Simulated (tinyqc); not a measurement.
Floating body of a partially depleted SOI transistor: body voltage and kink: one step of the calculation.

Source at 0 V. Channel current Ic = 2 nf K Vt^2 [F(0) - F(Vd)](1 + la Vd), F(V) = ln^2(1 + exp((Vg - VT - nf V)/(2 nf Vt))), VT = VT0 - gb Vb. Saturation voltage Vs = 2 Vt sqrt(F(0)) + 3 Vt, excess Ve = (Vd - Vs + sqrt((Vd - Vs)^2 + 0.0004 V^2))/2, multiplication M1 = Ai Ve exp(-Bl/Ve). Each junction passes D(v) = J1 (exp(v/Vt) - 1) + J2 (exp(v/(2 Vt)) - 1). Bipolar current Ib = bb J1 (exp(Vb/Vt) - 1). The body settles where M1 (Ic + Ib) = D(Vb) + D(Vb - Vd) + Vb/Rb; drain current Id = (1 + M1)(Ic + Ib) - D(Vb - Vd).

Task. Drain current with floating and with grounded body. Id and VT at the converged Vb, Id at Vb = 0, their ratio, and the bipolar share Ib/(Ic + Ib).

Parameters, values chosen for the exercise; values of the order met in partially depleted silicon-on-insulator transistors: temperature T = 330 K; threshold at zero body voltage VT0 = 0.42 V; fall of the threshold per volt of body voltage gb = 0.22; slope factor nf = 1.18; gain factor per width K = 490 uA/(V^2 um); channel-length modulation factor la = 0.04 1/V; impact-ionisation prefactor Ai = 3.85 1/V; impact-ionisation voltage Bl = 4.3 V; diffusion saturation current of each junction J1 = 2.6e-12 uA/um; recombination saturation current of each junction J2 = 3e-8 uA/um; gain of the lateral bipolar transistor on the diffusion current bb = 0; resistance of a weak body tie to the source (1e9 stands for no tie, and the term is then dropped) Rb = 1e5 kohm um; gate voltage Vg = 0.77 V; drain voltage Vd = 1.8 V.

Constants: q = 1.602176634e-19 C, kB = 1.380649e-23 J/K, Vt = kB T/q. Results are converted to the units shown.

converged Vb = 0.82444027 V

Give: VT; Id, floating; Id, grounded; ratio; bipolar share.

Result.

VT = 0.23862 V
Id, floating = 73.056 uA/um
Id, grounded = 34.508 uA/um
ratio = 2.1171
bipolar share = 0.0000 %

The body rises to 0.824 V and lowers the threshold by 181 mV.

Range of the model: The multiplication law is an empirical form chosen for the exercise; self-heating and capacitive coupling to the body are left out, and the linear laws are rough once Vb passes about 0.7 V or M1 about 0.1.

tinyqc, about 0.2 s, one thread, Intel Xeon 2.30GHz (shared host): `OMP_NUM_THREADS=1 python tinyqc.py 2182202 2182203 out.jsonl`
